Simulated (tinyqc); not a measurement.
Inside a calculation. Model: thermionic-field emission through a Schottky barrier, WKB.

tinyqc, about 0.04 s, one thread, Intel Xeon 2.30GHz (shared host): `OMP_NUM_THREADS=1 python tinyqc.py 2640042 2640043 out.jsonl` Printed values are rounded.

Metal on an n-type semiconductor with one parabolic valley; V > 0 is forward bias (metal positive). Energies E are counted from the conduction edge of the neutral semiconductor, whose Fermi level lies at -xi; that of the metal lies at -xi - V. The barrier is a parabola of height Vd = phi - xi - V (depletion approximation, no image force).

Inputs (values chosen for the exercise); band and dielectric values close to those of silicon:
```
symbol,value,unit,meaning
T,200,K,temperature
me,0.258,m0,electron mass
eps_r,11.9,,relative permittivity
phi,0.33,eV,barrier height seen from the metal
Nd,9.3e17,cm^-3,donor density
V,0.1,V,bias
nE,15,,points of the energy grid
Eb,0.33,eV,upper end of the energy grid
```

Constants: q = 1.602176634e-19 C, kB = 1.380649e-23 J/K, hbar = 1.054571817e-34 J s, h = 6.62607015e-34 J s, m0 = 9.1093837015e-31 kg, Vt = kB T/q, eps0 = 8.8541878128e-14 F/cm where lengths are in cm. Results are converted to the units shown.

Range of the model: One isotropic valley is assumed; bands with several valleys have a larger Richardson constant and Nc. The depletion approximation, a parabolic band and the neglect of image-force lowering make these currents estimates at high doping.

## Fermi level, barrier and E00

Nc = 2 (2 pi me m0 kB T/h^2)^1.5 (times 1e-6 for cm^-3); Nd = Nc F12(-xi/Vt), F12(x) = (2/sqrt(pi)) int_0^infinity sqrt(u)/(1 + exp(u - x)) du; E00 = (hbar/2) sqrt(Nd/(me m0 eps0 eps_r)) in SI units (volts). W = sqrt(2 eps0 eps_r Vd/(q Nd)).

Nc = 1.79005e18 cm^-3
xi = 0.00814241 eV
Vd = 0.221858 V
W = 17.7135 nm
E00 = 10.2185 meV
E00/Vt = 0.592902

By a common rule of thumb, E00/Vt below 0.5 marks thermionic emission, 0.5 to 5 thermionic-field emission and above 5 field emission. By that rule alone: thermionic-field emission; with a high barrier, tunnelling near its top can carry most of the current even below 0.5.

## Current density on a coarse grid

For E < Vd, ln T(E) = -(Vd/E00) [sqrt(1 - y) - y ln((1 + sqrt(1 - y))/sqrt(y))], y = E/Vd; T(E) = 1 above. J = A* T (q/kB) int_0^infinity T(E) N(E) dE, N = ln[(1 + exp((-xi - E)/Vt))/(1 + exp((-xi - V - E)/Vt))], A* = 4 pi q me m0 kB^2/h^3 (times 1e-4 for A/(cm^2 K^2)). Simpson's rule on nE equally spaced points from 0 to Eb.

```
point    E (eV)         T(E)           N       T(E) N
0      0.000000  3.72252e-10    0.482688  1.79682e-10
1      0.023571   7.50749e-8    0.146904   1.10288e-8
2      0.047143   2.86268e-6   0.0395270   1.13153e-7
3      0.070714   5.54781e-5   0.0102176   5.66855e-7
4      0.094286   6.69660e-4  0.00261240   1.74942e-6
5      0.117857   0.00550776  6.66027e-4   3.66831e-6
6      0.141429    0.0322751  1.69678e-4   5.47639e-6
7      0.165000     0.137173  4.32195e-5   5.92855e-6
8      0.188571     0.419715  1.10081e-5   4.62027e-6
9      0.212143     0.874755  2.80376e-6   2.45261e-6
10     0.235714            1  7.14114e-7   7.14114e-7
11     0.259286            1  1.81884e-7   1.81884e-7
12     0.282857            1  4.63255e-8   4.63255e-8
13     0.306429            1  1.17990e-8   1.17990e-8
14     0.330000            1  3.00519e-9   3.00519e-9
```

J = 43.3806 A/cm^2

The integrand peaks at E = 0.165 eV among these points, 0.74 of the barrier height. A converged quadrature gives 43.32 A/cm^2 (this grid is 0.14 % above that), of which 4.6 % passes over the barrier.
